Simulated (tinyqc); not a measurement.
All approximations against the coupling: Froehlich polaron in a polar crystal. Computed by tinyqc, a small Python program. Command: `OMP_NUM_THREADS=1 python tinyqc.py 3030655 3030656 out.jsonl frohlich walk`. One thread of a shared host (Intel(R) Xeon(R) Processor @ 2.30GHz), about 0.07 s of CPU time with the checks.

One electron in a parabolic band of mass m*, coupled to dispersionless LO phonons in the continuum model. Energies are in units of hbar omega unless marked, wave numbers in k_0 = sqrt(2 m* omega/hbar).

Inputs (values chosen for the exercise, for a model crystal): band mass m* = 1.43 m_0; LO phonon energy hbar omega = 21.4 meV; eps_inf = 5.35; static dielectric constant eps_s = 14.2; electron wave number k/k_0 = 0.58.

Constants: hbar^2/(2 m_0) = 3.80998212 eV angstrom^2; e^2/(4 pi eps_0) = 14.39964548 eV angstrom.

Method:
- 1/eps* = 1/eps_inf - 1/eps_s; k_0 = sqrt(2 m* omega/hbar) = sqrt(m* hbar omega / (hbar^2/(2 m_0))) with m* in m_0; alpha = (e^2/(4 pi eps_0)) k_0/(2 eps* hbar omega); polaron length 1/k_0.
- Feynman's bound: E(v, w) = 3 (v - w)^2/(4 v) - (alpha v/sqrt(pi)) int_0^infinity e^-u D(u)^(-1/2) du, D = w^2 u + ((v^2 - w^2)/v)(1 - e^(-v u)); integrals by 80 Gauss-Legendre points in s from 0 to 1 with u = 40 s^2.
- Minimise over v > w > 0 (simplex search); mass m_p/m* = 1 + (alpha v^3/(3 sqrt(pi))) int u^2 e^-u D^(-3/2) du.
- Other columns: second order -alpha; Landau-Pekar Gaussian -alpha^2/(3 pi); Lee-Low-Pines mass 1 + alpha/6. The polaron energy in meV uses the given hbar omega.

coupling constant alpha = 3.51255

Energies (hbar omega) and masses (m*):
```
alpha  second order   Gaussian   Feynman  Feynman (meV)  mass, LLP  mass, Feynman     v     w
0.88          -0.88  -0.082166  -0.89002        -19.046     1.1467          1.169   3.1  2.89
1.8            -1.8   -0.34377   -1.8443        -39.468        1.3          1.408  3.22  2.76
3.5            -3.5    -1.2998   -3.6885        -78.934     1.5833          2.186  3.53  2.47
3.6            -3.6    -1.3751   -3.8010        -81.341        1.6          2.256  3.56  2.45
5.6            -5.6    -3.3274   -6.1897        -132.46     1.9333          5.333  4.37  1.98
6.6            -6.6    -4.6219   -7.5328        -161.20        2.1          10.51  5.28  1.71
9.6            -9.6    -9.7785   -12.663        -270.98        2.6          89.78  11.4  1.23
13              -13    -17.931   -20.791        -444.92     3.1667          412.8  22.2  1.11
```

All three energies are upper bounds (-alpha through the Lee-Low-Pines state), and the Feynman value is the lowest in every row. It lies within 5 % of -alpha up to alpha = 1.8; at alpha = 13 it is 1.16 times the Gaussian value, whose alpha^2 law it approaches with a constant shift of about -3 ln 2 - 3/4 = -2.83 (here -2.86). The mass stays within 10 % of 1 + alpha/6 up to alpha = 1.8 and reaches 413 m* in the last row; w falls from 2.89 towards 1 while v grows to 22.2.

Extremes, crossings and ranges named in words are read from the listed rows.
